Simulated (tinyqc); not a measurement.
Threshold-voltage variability of a planar MOSFET, analytic estimates: two steps of the calculation.

Three independent sources add in quadrature: random dopants in the depleted layer, metal-gate grains of two orientations, and roughness of the two gate edges acting through the roll-off VT = VT(long) - Vr exp(-L/l). These are first-order estimates: no three-dimensional electrostatics, no percolation.

Inputs (values chosen for the exercise); material values close to those of silicon: temperature T = 350 K; band gap Eg = 1.12 eV; relative permittivity of the semiconductor eps_r = 11.9; conduction-band density of states at T Nc = 3.58e19 cm^-3; valence-band density of states at T Nv = 3.33e19 cm^-3; channel doping Na = 2.2e18 cm^-3; oxide-equivalent thickness in inversion ti = 1.9 nm; gate length L = 20 nm; gate width W = 59 nm; number of cells Nb = 65536; wanted yield Y = 0.81.

Constants: q = 1.602176634e-19 C, kB = 1.380649e-23 J/K, Vt = kB T/q, eps0 = 8.8541878128e-14 F/cm where lengths are in cm. Results are converted to the units shown.

Question 1. Random dopants. ni = sqrt(Nc Nv) exp(-Eg/(2 Vt)), Eg in volts; Cox = 3.9 eps0/ti; Wd = sqrt(4 eps0 eps_r Vt ln(Na/ni)/(q Na)); dopants: s1 = (q/Cox) sqrt(Na Wd/(3 L W)). The slope A1 = s1 sqrt(L W); mean number of dopants Na L W Wd.

Give: Cox; Wd; mean number of dopants; A1; s1.

Answer 1.

Cox = 1.8174 uF/cm^2
Wd = 23.881 nm
mean number of dopants = 61.995
A1 = 1.1666 mV um
s1 = 33.961 mV

Counting alone, 1/sqrt(N) of the depletion voltage q Na Wd/Cox = 463 mV, would give sqrt(3) times more: dopants deep in the layer act less on the surface.

Question 2. Margin in standard deviations for the wanted yield. Cells fail independently with probability Q(k) = erfc(k/sqrt(2))/2 when the margin is k standard deviations, and Y = exp(-Nb Q(k)). phi = exp(-k^2/2)/sqrt(2 pi). Newton steps on ln Q(k) = ln(-ln(Y)/Nb): k(new) = k + [ln Q - ln(-ln(Y)/Nb)] Q/phi.

k after iteration 1 = 4.8396794

Find: Q(k); phi; k after iteration 2.

Answer 2.

Q(k) = 6.502e-7
phi = 3.272e-6
k after iteration 2 = 4.522

Computed by the program tinyqc: `OMP_NUM_THREADS=1 python tinyqc.py 2090078 2090079 out.jsonl`, one thread of a shared Intel Xeon 2.30GHz, about 0.01 s for the whole run.
